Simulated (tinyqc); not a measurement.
Changing the dielectric constant eps: donor or exciton in a quantum well (variational effective-mass method). Computed by tinyqc, a small Python program. Command: `OMP_NUM_THREADS=1 python tinyqc.py 3029621 3029622 out.jsonl welldonor sweep`. One thread of a shared host (Intel(R) Xeon(R) Processor @ 2.30GHz), about 0.07 s of CPU time with the checks.

Electron and hole in their lowest subbands f(z) = cos(pi z/L); relative in-plane motion exp(-rho/lambda) (separable trial function), H = -nabla_rho^2 - 2/sqrt(rho^2 + (z_e - z_h)^2) in effective units. Mass and screening are the same in well and barrier; l = L/a* is the width in effective units. Bands are flat: no polarisation or applied field.

Inputs (values chosen for the exercise, modelled on GaAs): electron mass m = 0.0647 m_0; well width L = 25 nm; in-plane hole mass m_h = 0.269 m_0.

Centre: exciton. Barriers: infinite.

Constants: Ry = 13.605693123 eV; a_0 = 0.529177210903 angstrom.

Method:
- mu = m m_h/(m + m_h) takes the place of m; Ry* = Ry m/eps^2, a* = a_0 eps/m; l = L/a*.
- k = pi/l; f = cos(k z) inside and zero outside.
- Binding E_b(lambda) = -1/lambda^2 + (8/lambda^2) int_0^l P(z) g(z) dz, with P(z) = (2/l) [(1 - z/l)(1 + cos(2 pi z/l)/2) + (3/(4 pi)) sin(2 pi z/l)] the distribution of |z_e - z_h| and g(z) = int_z^infinity exp(-2 sqrt(r^2 - z^2)/lambda) dr = int_0^infinity exp(-2 rho/lambda) rho/sqrt(rho^2 + z^2) d rho; 40 Gauss-Legendre points in z and 40 in t with rho = lambda t/(1 - t).
- Golden-section search for the maximum over lambda from 0.3 to 4, 40 steps.

One run for each value:
```
dielectric constant eps,binding energy (meV),binding in Ry*,radius lambda a* (nm)
6.4,19.36,1.118,9.00
7.8,14.46,1.240,10.18
9.5,10.76,1.368,11.54
12.0,7.54,1.529,13.43
14.0,5.94,1.640,14.87
17.0,4.38,1.783,16.95
21.0,3.13,1.943,19.61
26.0,2.21,2.107,22.80
```

Over the rows, binding energy (meV) falls from 19.4 to 2.21 (exponent d ln y / d ln x -1.5 between the first rows and -1.6 between the last); binding in Ry* rises from 1.12 to 2.11 (exponent d ln y / d ln x 0.52 between the first rows and 0.38 between the last); radius lambda a* (nm) rises from 9.00 to 22.8 (exponent d ln y / d ln x 0.62 between the first rows and 0.71 between the last).

Caution (rows 6.40, 7.80, 9.50, 12.0): beyond about two Bohr radii the separable trial function begins to underestimate the binding, and in still wider wells it drops below the bulk value instead of tending to it.

Extremes, crossings and ranges named in words are read from the listed rows.
